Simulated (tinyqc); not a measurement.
## Polarisation and half-bias from two TMR values

Inverse problem. A tunnel junction has TMR = TMR0/(1 + (V/Vh)^2), TMR0 = 2 P1 P2/(1 - P1 P2). Find TMR0, Vh and P2.

Values chosen for this exercise:
- P1 = 0.56 (spin polarisation of the reference layer)

TMR at 0.1 and 0.6 V (%): 77.862687  40.638345

Answer. 1/TMR is linear in V^2, and P1 P2 = TMR0/(2 + TMR0).

TMR0 = 80.0 %
Vh = 0.610 V
P2 = 0.510

Program tinyqc, `OMP_NUM_THREADS=1 python tinyqc.py 2450034 2450035 out.jsonl`; Intel Xeon 2.30GHz, shared host, one thread, about 0.01 s.
